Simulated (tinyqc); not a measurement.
Worked calculation: self-heating of a transistor with one or more fingers, with temperature-dependent conductivity. Computed by tinyqc, a small Python program that keeps every step. Command: `OMP_NUM_THREADS=1 python tinyqc.py 3030091 3030092 out.jsonl selfheat walk`. One thread of a shared host (Intel(R) Xeon(R) Processor @ 2.30GHz), about 0.05 s of CPU time with the checks. Intermediate numbers are printed to about 7 digits and carried at full precision; extremes and crossings named in words are read from the listed rows.

N long parallel fingers lie on the top face of a slab whose bottom is held at T_0; the top is otherwise insulated, and heat flows in two dimensions. P in W/mm is 1000 P in W/m.

Inputs (values chosen for the exercise, modelled on germanium):

| quantity | value | unit |
|---|---|---|
| conductivity at the base temperature kappa_0 | 62.4 | W/(m K) |
| exponent m in kappa ~ T^-m | 1.28 | - |
| base temperature T_0 | 298 | K |
| power per gate width P | 0.29 | W/mm |
| fingers N | 3 | - |
| finger pitch s | 53 | micrometre |
| width of the heat source w | 0.14 | micrometre |
| substrate thickness t | 51 | micrometre |
| phonon free path Lambda | 84 | nm |
| heat capacity C | 1.64 | 1e6 J/(m^3 K) |
| pulse length | 10 | microsecond |
| power coefficient beta | 0.56 | 1e-3/K |

Power: power rises with temperature.

## Geometry factors

A line source of power P on the top face raises the top at distance x by (P/(pi kappa_0)) g(x), g(x) = -ln tanh(pi x/(4 t)) (the image sum for the slab). On a strip of width w the centre sees the mean of g over the strip, g_0 = 1 + ln(8 t/(pi w)) for w much below t.

own factor g_0 = 7.832650

g(j s), j = 1..7: 3.960170e-01  7.644694e-02  1.493537e-02  2.919226e-03  5.705934e-04  1.115286e-04  2.179944e-05

## Linear temperature rise of each finger

theta_i = (P/(pi kappa_0)) [g_0 + sum over j != i of g(|i - j| s)], with equal powers and constant conductivity; thermal resistance = largest theta/P.

theta of each finger (K): 12.28596  12.75871  12.28596

largest theta = 12.75871 K

thermal resistance = 43.99555 K mm/W

The neighbours supply 9 % of the rise of the hottest finger, which runs 0.5 K above the outer ones. Caution: the source is narrower than two phonon free paths, so the Fourier result understates the rise at the source.

## Correction for the falling conductivity

Kirchhoff transformation for kappa = kappa_0 (T/T_0)^-m: T = T_0 [1 - (m - 1) theta/T_0]^(-1/(m - 1)), where theta is the linear rise. The bracket vanishes at the power P T_0/((m - 1) theta).

peak temperature = 311.1163 K

true rise = 13.11625 K

true rise / linear rise = 1.028024

power at which the formula diverges = 24.19076 W/mm

The falling conductivity adds 2.8 % to the rise.

## Extra rise from ballistic phonons

Near a source smaller than the free path, Fourier's law overstates the flow. Rough estimate: a strip that emits phonons into a half space adds a resistance times area of 4 Lambda/(3 kappa_0), from the ballistic flux C v Delta T/4 with kappa_0 = C v Lambda/3, so Delta T_b = 4 Lambda P/(3 kappa_0 w); Knudsen number Lambda/w.

Knudsen number = 0.6

ballistic rise Delta T_b = 3.717949 K

Delta T_b / largest theta = 0.2914048

The ballistic term is a large share: this rough estimate calls for a transport calculation.

## Electrothermal feedback

The power follows P [1 + beta (T - T_0)] with T the peak temperature, for all fingers alike. Start at T_0 and repeat; stop when T changes by less than 1e-6 K, after 50 steps, or when the bracket falls below 0.05.

Iterations:

| step | power (W/mm) | T (K) | change (K) |
|---|---|---|---|
| 1 | 0.2900000 | 311.1163 | 1.311625e+01 |
| 2 | 0.2921301 | 311.2153 | 9.904607e-02 |
| 3 | 0.2921462 | 311.2160 | 7.480901e-04 |
| 4 | 0.2921463 | 311.2161 | 5.650296e-06 |
| 5 | 0.2921463 | 311.2161 | 4.267645e-08 |

converged (1 yes, 0 no) = 1

peak temperature with feedback = 311.2161 K

Converged in 5 steps; feedback adds 0.1 K.

## Rise at the end of a pulse

After switching on, theta(tau) = (P D/kappa_0) int_0^tau X(u) Z(u) du at the hottest finger, D = kappa_0/C; X = sum over fingers at distance x of [erf((x + w/2)/r) - erf((x - w/2)/r)]/(2 w), Z = sum_(j=-200..200) (-1)^j exp(-(2 j t/r)^2)/sqrt(pi D u), r = 2 sqrt(D u); trapezoid rule on 300 points evenly spaced in ln u from u_0 = 1e-3 min(tau, w^2/D) to tau, plus the exact piece 2 sqrt(u_0/(pi D))/w below u_0. Conductivity and power are held at their base values here, and Fourier's law is used even where the diffusion length is near a phonon free path.

diffusivity D = 38.04878 micrometre^2/microsecond

diffusion length sqrt(D tau) = 19.50610 micrometre

linear rise after the pulse = 10.496 K

share of the steady rise = 0.8226

## Rise against time

The formulas are those given above.

Heating curve:

| time (microsecond) | sqrt(D time) (micrometre) | rise (K) | share of the steady rise |
|---|---|---|---|
| 6.80e-05 | 0.05086568 | 1.7144 | 0.1344 |
| 6.80e-04 | 0.1608514 | 3.3201 | 0.2602 |
| 0.0068 | 0.5086568 | 5.0128 | 0.3929 |
| 0.068 | 1.608514 | 6.7149 | 0.5263 |
| 0.68 | 5.086568 | 8.418 | 0.6598 |
| 3.4 | 11.37391 | 9.6094 | 0.7532 |
| 14 | 23.07992 | 10.847 | 0.8502 |
| 41 | 39.49684 | 12.136 | 0.9512 |
| 100 | 61.68369 | 12.7 | 0.9954 |

Half the steady rise is reached between 0.0068 and 0.068 microseconds, and the last row holds 99.5 % of it; the slowest time constant is 4 t^2/(pi^2 D) = 27.7 microseconds. While the diffusion length lies between w and the pitch or thickness, the rise grows as the logarithm of time; once it nears the pitch of 53 micrometre the neighbours add their heat.

Checks made by the program: g(s) against the alternating image sum (relative difference 3e-06); Kirchhoff integral of kappa/kappa_0 from T_0 to T (relative difference below 1e-10); long-time limit against the steady rise (relative difference 2e-05).
